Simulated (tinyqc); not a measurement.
# Nanowire ballistic transistor, top-of-the-barrier model: effects of single changes

At the top of the source barrier, states moving towards the drain are filled by the source (Fermi level 0) and states moving back by the drain (Fermi level -q Vd); nothing scatters. U is the shift of the band edge there, set by the capacitances CG, CD and CS (the total) and by the charge. Parabolic one-dimensional subbands; the source is grounded.

Values chosen for this exercise; mass and valleys close to those of a monolayer dichalcogenide: temperature T = 77 K; effective mass m = 0.487 m0; valley degeneracy gv = 2; relative permittivity of the gate insulator eox = 7.5; insulator thickness tox = 3.5 nm; wire diameter d = 8 nm; offset of a second subband (0: none) dE = 0.06 eV; gate control CG/CS aG = 0.88; drain control CD/CS aD = 0.008; band edge at the barrier top above the source Fermi level at zero bias E0 = 0.31 eV; drain voltage Vd = 0.1 V.

Constants: q = 1.602176634e-19 C, kB = 1.380649e-23 J/K, hbar = 1.054571817e-34 J s, h = 6.62607015e-34 J s, m0 = 9.1093837015e-31 kg, Vt = kB T/q, eps0 = 8.8541878128e-14 F/cm where lengths are in cm. Results are converted to the units shown.

Each table varies one quantity; the others keep the values above.

## Effect of the valley degeneracy

N0 = gv sqrt(2 m kB T/pi)/hbar, CG = 2 pi eps0 eox/ln(1 + 2 tox/d), CS = CG/aG, n0 = n at U = 0 and Vd = 0. eta1 = -(E0 + U)/Vt, eta2 = eta1 - Vd/Vt, n = (N0/2)[F_(-1/2)(eta1) + F_(-1/2)(eta2)], F_(-1/2)(x) = (1/sqrt(pi)) int_0^infinity u^(-1/2)/(1 + exp(u - x)) du. Each F is summed over the two subbands, F(eta) + F(eta - dE/Vt), which share the mass. U = UL + q (n - n0)/CS with UL = -(aG Vg + aD Vd), energies in eV. I = gv (2 q^2/h) Vt [ln(1 + exp eta1) - ln(1 + exp eta2)], summed over both subbands. CQ = (q/Vt) dn/d(eta1). E0 is held fixed.

In this table Vg = 0.7 V, Vd = 0.7 V.

Result of one run:
```
gv   eta1  n (cm^-1)  I (uA)  mean velocity I/(q n) (cm/s)  CQ/CS
3   10.16    1.149e7   17.84                       9.688e6  4.936
```

What becomes of these results when the valley degeneracy gv is changed from 3 to 1, all else the same?

Result of the changed run:
```
gv   eta1  n (cm^-1)  I (uA)  mean velocity I/(q n) (cm/s)   CQ/CS
1   22.23    7.725e6   18.21                       1.471e7  0.7272
```

The whole series:
```
gv   eta1  n (cm^-1)  I (uA)  mean velocity I/(q n) (cm/s)   CQ/CS
1   22.23    7.725e6   18.21                       1.471e7  0.7272
2   13.35    1.050e7   18.16                       1.080e7   2.366
3   10.16    1.149e7   17.84                       9.688e6   4.936
4   8.447    1.203e7   18.27                       9.480e6   5.217
6   5.487    1.296e7   17.03                       8.202e6   4.444
```

As gv goes from 1 to 6, n rises from 7.73e6 to 1.30e7 cm^-1, the mean velocity falls from 1.47e7 to 8.20e6 cm/s and the current moves up and down between 17.0 and 18.3 uA. CQ/CS goes from 0.73 to 4.4.

## Transfer curve

Same model as above.

CQ = (q/Vt) dn/d(eta1).

Result of one run:
```
Vg (V)    eta1  n (cm^-1)  I (uA)  mean velocity I/(q n) (cm/s)   CQ/CS
0.67    11.964   9.4635e6  15.314                      1.0100e7  3.0025
```

What becomes of these results when the gate voltage Vg is changed from 0.67 to 0.45 V, all else the same?

Result of the changed run:
```
Vg (V)    eta1  n (cm^-1)  I (uA)  mean velocity I/(q n) (cm/s)   CQ/CS
0.45    3.1107   3.1146e6  3.2461                      6.5050e6  1.8714
```

The whole series:
```
Vg (V)     eta1   n (cm^-1)      I (uA)  mean velocity I/(q n) (cm/s)       CQ/CS
0       -46.599  9.5073e-15  5.9496e-21                      3.9059e6  3.0435e-20
0.11    -32.010   2.0596e-8  1.2889e-14                      3.9059e6  6.5932e-14
0.22    -17.422    0.044617   2.7921e-8                      3.9059e6   1.4283e-7
0.34    -2.1003    1.8532e5     0.11876                      3.9996e6     0.54713
0.45     3.1107    3.1146e6      3.2461                      6.5050e6      1.8714
0.56     8.4355    6.0084e6      9.1198                      9.4736e6      2.6074
0.67     11.964    9.4635e6      15.314                      1.0100e7      3.0025
0.79     15.566    1.3310e7      21.716                      1.0184e7      4.2073
0.9      18.511    1.6947e7      25.196                      9.2796e6      3.4534
```

The current rises from 5.95e-21 to 25.2 uA. Between the first two rows the swing is 17.4 mV a decade, against Vt ln 10/aG = 17.4. CQ/CS goes from 3.0e-20 to 3.5, so a volt on the gate moves the band edge by 0.88 eV in the first row and 0.20 eV in the last: the gate charge is limited by the insulator. The mean velocity goes from 3.91e6 through a maximum of 1.02e7 (at Vg = 0.79 V among the rows listed) to 9.28e6 cm/s.

## Effect of the effective mass

Same model as above.

CQ = (q/Vt) dn/d(eta1). E0 is held fixed.

In this table Vg = 0.7 V, Vd = 0.7 V.

Results:
```
m (m0)    eta1  n (cm^-1)  I (uA)  mean velocity I/(q n) (cm/s)    CQ/CS
0.02    33.955   4.0626e6  60.529                      9.2992e7  0.22405
0.032   31.285   4.8966e6  55.039                      7.0155e7  0.29788
0.05    28.452   5.7816e6  49.213                      5.3128e7  0.39510
0.08    25.225   6.7897e6  42.577                      3.9139e7  0.54041
0.2     18.733   8.8177e6  29.225                      2.0687e7   1.0612
0.32    15.680   9.7715e6  22.948                      1.4658e7   1.5789
0.5     13.217   1.0541e7  17.898                      1.0598e7   2.4311
0.8     11.216   1.1166e7  13.878                      7.7577e6   3.9025
```

Estimate the missing row, m = 0.13 m0.

Computed row:
```
m (m0)    eta1  n (cm^-1)  I (uA)  mean velocity I/(q n) (cm/s)    CQ/CS
0.13    21.761   7.8718e6  35.453                      2.8110e7  0.76301
```

With this row back in the table: As m goes from 0.02 to 0.8 m0, n rises from 4.06e6 to 1.12e7 cm^-1, the mean velocity falls from 9.30e7 to 7.76e6 cm/s and the current falls from 60.5 to 13.9 uA. CQ/CS goes from 0.22 to 3.9. The loss of velocity outweighs the gain of charge over the whole range.

Numbers from tinyqc (`OMP_NUM_THREADS=1 python tinyqc.py 2400141 2400142 out.jsonl`; about 0.09 s on one thread of a shared Intel Xeon 2.30GHz).
